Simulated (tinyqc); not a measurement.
Electromigration in a confined line: Blech product, Korhonen stress evolution and Black's law: one step, computed by the program tinyqc.

The electron wind pushes atoms from the cathode (x = 0) to the anode (x = L); blocking ends build a back stress (tension positive). The input rho is taken not to change with temperature. d sigma/dt = d/dx [kappa (d sigma/dx + G)], with zero flux at both ends and sigma = 0 at t = 0.

Task: Extrapolation by Black's law. Median life t50 = A j^(-n) exp(E/(k_B T)); acceleration factor = t50(use)/t50(test) = (j/j_u)^n exp[(E/k_B)(1/T_u - 1/T)]. Temperatures in kelvin are T(C) + 273.15.

Inputs (values chosen for the exercise, close to those used for copper lines):
```
quantity                 value     unit
activation energy E      0.927       eV
current density j          3.5  MA/cm^2
line length L               35       um
test temperature T         210        C
use temperature T_u        125        C
use current density j_u   0.28  MA/cm^2
current exponent n           2        -
```

Start: stress-free.

Constants: k_B = 8.617333262e-05 eV/K.

Give: current factor; temperature factor; acceleration factor.

Result:

current factor = 156.25

temperature factor = 116.0

acceleration factor = 18120

Caution: j_u L lies below the critical product, so the acceleration factor is formal: at use the line would not void.
